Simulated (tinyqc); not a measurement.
Trapped share and trap depth from dynamic on-resistance.

Problem. Traps remove the share ft of the electrons in the drain access (length Ld, sheet resistance Rsh before stress), so Ron grows by Rsh Ld ft/(1 - ft). The recovery time goes as T^(-2) exp(q Ea/(kB T)). Find ft and Ea.

Inputs (values chosen for the exercise):
```
symbol,value,unit,meaning
Ld,2,um,drain access length
```

Constants: q = 1.602176634e-19 C, kB = 1.380649e-23 J/K. Results are converted to the units shown.

Ron before and just after an off-state stress (ohm mm): [2.9881171, 3.2745327]
Rsh = 429.62342 ohm
recovery times at 340 and 410 K (s): [0.0058, 3.5556801e-5]

Solution. The rise of Ron over Rsh Ld is ft/(1 - ft); ln(t T^2) is linear in 1/T.

ft = 0.2500
Ea = 0.8100 eV

Numbers from tinyqc (`OMP_NUM_THREADS=1 python tinyqc.py 2570106 2570107 out.jsonl`; about 0.01 s on one thread of a shared Intel Xeon 2.30GHz).
